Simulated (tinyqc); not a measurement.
## Four-point probe at the centre of a round wafer

Four collinear probes with spacing s at the centre of a thin disc of diameter d with an insulating edge: Rs = C V/I, C = pi/{ln 2 + ln[((d/s)^2 + 3)/((d/s)^2 - 3)]}; C tends to pi/ln 2 = 4.5324. x = d/s.

Parameters, values chosen for the exercise:
- ns = 2.4e14 cm^-2 (sheet density of the layer)
- mu = 580 cm^2/(V s) (drift mobility)
- I = 10 uA (current)

Constants: q = 1.602176634e-19 C. Results are converted to the units shown.

Results:
```
x        C  C over its limit  V for Rs = 1/(q ns mu) (mV)
4    2.929            0.6462                       0.1531
5    3.362            0.7419                       0.1333
7.5  3.927            0.8665                       0.1142
15   4.364            0.9630                       0.1027
20   4.436            0.9788                       0.1011
40   4.508            0.9946                      0.09946
100  4.528            0.9991                      0.09902
```

Estimate the missing row, x = 10.

Computed row:
```
x       C  C over its limit  V for Rs = 1/(q ns mu) (mV)
10  4.171            0.9203                       0.1075
```

With this row back in the table: C rises from 2.929 to 4.528. Using 4.5324 overstates Rs by 54.7 % in the first row and by under 1 % from d/s = 40 on among the rows.

Computed by the program tinyqc: `OMP_NUM_THREADS=1 python tinyqc.py 2850179 2850180 out.jsonl`, one thread of a shared Intel Xeon 2.30GHz, about 0.01 s for the whole run.
